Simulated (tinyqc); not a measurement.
Fermi level and growth conditions: formation energy of a charged point defect from supercell energies. Computed by tinyqc, a small Python program. Command: `OMP_NUM_THREADS=1 python tinyqc.py 3011639 3011640 out.jsonl formation walk`. One thread of a shared host (Intel(R) Xeon(R) Processor @ 2.30GHz), about 0.01 s of CPU time with the checks.

The host is a compound AB. Making the defect adds n_A = -1, n_B = 0 atoms to the cell. All total energies are inputs. E_F is counted from the valence-band maximum (VBM); x = 0 is A-rich and x = 1 B-rich growth.

Inputs (values chosen for the exercise, with gap and screening modelled on InP):

| quantity | value | unit |
|---|---|---|
| gap E_g | 1.38 | eV |
| E_VBM of the host cell | 4.083 | eV |
| potential alignment dV | 0.099 | eV |
| dielectric constant eps | 12.9 | - |
| cell length L | 14.4 | angstrom |
| mu_A of the pure element | -1.806 | eV |
| formation enthalpy dH of AB | -0.617 | eV |
| growth condition x | 0.57 | - |

Defect: vacancy of A. Supercell lattice: fcc.

charge states q: 2  1  0  -1  -2

E(defect, q) - E(host), in the order of q (eV): -6.372  -1.25  3.439  8.712  13.767

Constants: e^2/(4 pi eps_0) = 14.39964548 eV angstrom.

Method:
- dmu_A = x dH and dmu_B = (1 - x) dH, so that dmu_A + dmu_B = dH; mu = mu(element) + dmu.
- The reservoir term is sum n_i mu_i.
- Image-charge correction of a point charge in a neutralising background: E_corr = q^2 alpha e^2/(4 pi eps_0) / (2 eps L), alpha = 2.888282 for a fcc array with L the cube root of the volume.
- E_f(q, E_F) = [E(defect, q) - E(host)] - sum n_i mu_i + q (E_VBM + dV + E_F) + E_corr(q).
- Each entry is the lowest E_f over q.

E_f(q, 0) (eV): (q=+2) 0.28209, (q=+1) 0.88626, (q=0) 1.28131, (q=-1) 2.48426, (q=-2) 3.69309

sum n_i mu_i = 2.15769 eV

Lowest formation energy (eV):

| E_F (eV) | stable q | A-rich, x = 0 | x = 0.5 | B-rich, x = 1 |
|---|---|---|---|---|
| 0.000 | +2 | 0.6338 | 0.3253 | 0.0168 |
| 0.172 | +2 | 0.9778 | 0.6693 | 0.3608 |
| 0.345 | +2 | 1.3238 | 1.0153 | 0.7068 |
| 0.518 | 0 | 1.6330 | 1.3245 | 1.0160 |
| 0.690 | 0 | 1.6330 | 1.3245 | 1.0160 |
| 0.862 | 0 | 1.6330 | 1.3245 | 1.0160 |
| 1.035 | 0 | 1.6330 | 1.3245 | 1.0160 |
| 1.208 | -1 | 1.6279 | 1.3194 | 1.0109 |
| 1.380 | -2 | 1.2848 | 0.9763 | 0.6678 |

What follows from these numbers?

Going from A-rich to B-rich growth shifts every line by -0.617 eV and moves no transition level. The slope of the envelope is the stable charge, so E_f is highest in the rows from E_F = 0.518 to 1.03 eV, where the neutral state is stable, and it falls on both sides: the defect is amphoteric and compensates either doping. Caution: the largest image-charge correction in these energies, q^2 alpha e^2/(8 pi eps_0 eps L) with alpha = 2.888282, exceeds a quarter of the gap; the point-charge term alone is then a rough estimate, usually too large for a charge that is spread out.

Extremes, crossings and ranges named in words are read from the listed rows.
